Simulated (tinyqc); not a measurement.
Inside a calculation. Model: thermal and gravitational stress in a wafer during furnace and rapid thermal processing, and the onset of slip. Computed by tinyqc, a small Python program that keeps every step. Command: `OMP_NUM_THREADS=1 python tinyqc.py 3025703 3025704 out.jsonl slip walk`. One thread of a shared host (Intel(R) Xeon(R) Processor @ 2.30GHz), about 0.01 s of CPU time with the checks. Intermediate numbers are printed to about 6 digits and carried at full precision; extremes and crossings named in words are read from the listed rows.

A thin free disc in plane stress, isotropic; T(r) = T_centre + dT (r/R)^n with n = 2. Stress is positive in tension; sigma_SB = 5.670374419e-8 W/(m^2 K^4), g = 9.80665 m/s^2.

Inputs (values chosen for the exercise, for a model wafer):
```
quantity                              value        unit
wafer radius R                          150          mm
thickness t                             775  micrometre
Young's modulus E                       147         GPa
Poisson ratio nu                       0.23           -
expansion alpha                        4.49      1e-6/K
edge less centre temperature dT         -20           K
temperature T                          1000           K
prefactor A of the critical stress  0.00028         MPa
energy U of the critical stress        1.09          eV
density rho                            2330      kg/m^3
heat capacity c                         945    J/(kg K)
conductivity k                         23.4     W/(m K)
wafer spacing s                          14          mm
ramp rate                                26       K/min
radius of the support ring over R      0.55           -
```

Temperature profile: parabolic.

Constants: k_B = 8.617333262e-05 eV/K.

## Thermal stress

With x = r/R: s_rr = alpha E dT (1 - x^n)/(n + 2), s_tt = alpha E dT [1 - (n + 1) x^n]/(n + 2).

Temperature and stresses at r/R = 0, 0.3, 0.5, 0.7, 0.8, 0.9, 0.95, 1:
```
r/R   T - T_centre (K)  s_rr (MPa)  s_tt (MPa)
0.00              0.00    -3.30015    -3.30015
0.30             -1.80    -3.00314    -2.40911
0.50             -5.00    -2.47511    -0.82504
0.70             -9.80    -1.68308     1.55107
0.80            -12.80    -1.18805     3.03614
0.90            -16.20    -0.62703     4.71921
0.95            -18.05    -0.32176     5.63501
1.00            -20.00     0.00000     6.60030
```

hoop stress at the edge = 6.6003 MPa

r/R where s_tt = 0 = 0.577350

The cold edge is stretched; the edge stress is n times that at the centre in size.

## Resolved stress round the edge

At the edge the stress is uniaxial along the tangent d = (cos phi, sin phi, 0) of a (001) wafer; the Schmid factor is the largest |(d.n)(d.b)| over the twelve {111}<110> systems.

Schmid factor and resolved stress at phi = 0, 7.5, 15, 22.5, 30, 37.5 and 45 degrees from [100]:
```
phi from [100] (degrees)  Schmid factor  resolved stress (MPa)
0.0                            0.408248                2.69456
7.5                            0.454124                2.99736
15.0                           0.482963                3.18770
22.5                           0.492799                3.25262
30.0                           0.482963                3.18770
37.5                           0.454124                2.99736
45.0                           0.408248                2.69456
```

The factor is 1/sqrt(6) = 0.408 along <100> and <110> and peaks at 0.4928 at 22.5 degrees, so slip, if any, starts at eight places between these directions.

## Slip criterion

Critical resolved stress tau_c = A exp(U/(k_B T)), a form chosen for the exercise; slip when 0.492799 |s_tt(R)| > tau_c; allowed |dT| = tau_c (n + 2)/(0.492799 n alpha E).

critical stress tau_c = 87.2000 MPa

resolved over critical stress = 0.0373007

allowed |dT| = 536.182 K

No slip; the margin is a factor 27. Caution: at lower temperature the exponential form overstates the strength: fracture from edge flaws comes first.

## Ramp rate in a batch furnace

In a stack heated from the rim, heat flows inward by conduction and by radiation between wafers: k_eff = k + (16/3) sigma_SB T^3 s^2/t (a diffusion estimate with the spacing as path length). A steady ramp gives the parabolic lag dT = rho c (ramp) R^2/(4 k_eff); the allowed ramp uses n = 2.

k_eff = 99.8830 W/(m K)

lag of the centre = 53.7330 K

allowed ramp rate = 259.445 K/min

Radiation carries 77 % of the inward flow. The ramp is 0.10 of the allowed one.

## Gravity

Own weight q = rho g t on a ring of radius b R, x = r/R: moments of an edge-supported plate, M_r = q R^2 (3 + nu)(1 - x^2)/16 and M_t = q R^2 [(3 + nu) - (1 + 3 nu) x^2]/16, less the uniform moment inside the ring load, q R^2 [(1 - nu)(1 - b^2) - 2 (1 + nu) ln b]/8; stress at the lower face = 6 M/t^2.

stress at the centre = -0.195407 MPa

radial stress at the ring = -0.438468 MPa

hoop stress at the ring = -0.322581 MPa

The largest of these is 0.0025 tau_c when halved for shear. Point supports give far higher local stress than a ring.

## Position of the support ring

The formulas are those given above.

Stress at the lower face (MPa):
```
b        centre  radial at ring  hoop at ring  largest in size
0.40  -0.639761       -0.768322     -0.707027         0.768322
0.50  -0.332171       -0.533049     -0.437275         0.533049
0.60  -0.066883       -0.356147     -0.218232         0.356147
0.65   0.055026       -0.284457     -0.122598         0.284457
0.70   0.171588       -0.222132     -0.034414         0.222132
0.75   0.283804       -0.168170      0.047322         0.283804
0.80   0.392484       -0.121762      0.123421         0.392484
0.90   0.601768       -0.049075      0.261234         0.601768
1.00   0.803510        0.000000      0.383098         0.803510
```

Among these rows the largest stress is least, 0.222 MPa, for a ring at 0.7 R, 3.6 times below edge support: the overhang balances the sag of the centre. All values scale as R^2/t.

## Limits against temperature

The formulas are those given above.

For the parabolic profile:
```
T (K)  tau_c (MPa)  allowed |dT| (K)  k_eff (W/(m K))  allowed ramp (K/min)
1050       47.7450           293.578          111.939               159.201
1125       21.3867           131.504          132.299                84.282
1200       10.5915            65.126          155.563                49.079
1275        5.6974            35.032          181.924                30.875
1350        3.2833            20.189          211.577                20.693
1425        2.0051            12.329          244.714                14.616
1500        1.2865             7.910          281.530                10.788
```

From 1050 to 1500 K the allowed difference falls 37 times and the allowed ramp 15 times; radiation, which grows as T^3, gives back a factor 2.52. Ramps must slow as the wafer gets hotter.

Checks made by the program: force balance: the hoop stress integrates to zero (added to the edge stress) (relative difference below 1e-10).
